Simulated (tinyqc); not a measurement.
Gate-all-around wire, scale length and short-channel effects: one step of the calculation.

A round wire of diameter ts in an insulator shell of thickness ti under a surrounding gate. Below threshold the potential that source and drain add obeys Laplace's equation and vanishes on the gate. Its lowest mode decays along the channel as exp(-k y); k is the smallest positive root of the matching condition at the interface, and the scale length is Lambda = pi/k.

Task. Decay constant by Newton steps. f(k) = ei J0(u)[J1(u) Y0(v) - Y1(u) J0(v)] - eps_r J1(u)[J0(u) Y0(v) - Y0(u) J0(v)], u = k ts/2, v = u + k ti; f' by a central difference with +/- 1e-5 1/nm; k(new) = k - f/f'.

Parameters, values chosen for the exercise; permittivities: semiconductor close to that of silicon, insulator close to that of zirconium oxide:

| symbol | value | unit | meaning |
|---|---|---|---|
| eps_r | 11.6 |  | relative permittivity of the semiconductor |
| ei | 25.8 |  | relative permittivity of the insulator |
| ti | 4.7 | nm | insulator thickness |
| ts | 13.3 | nm | wire diameter |

k at the start = 0.21875000 1/nm

Find: f; f'; k after iteration 1.

Result.

f = 1.7672
f' = -61.832 nm
k after iteration 1 = 0.24733 1/nm

Numbers from tinyqc (`OMP_NUM_THREADS=1 python tinyqc.py 2420130 2420131 out.jsonl`; about 0.01 s on one thread of a shared Intel Xeon 2.30GHz).
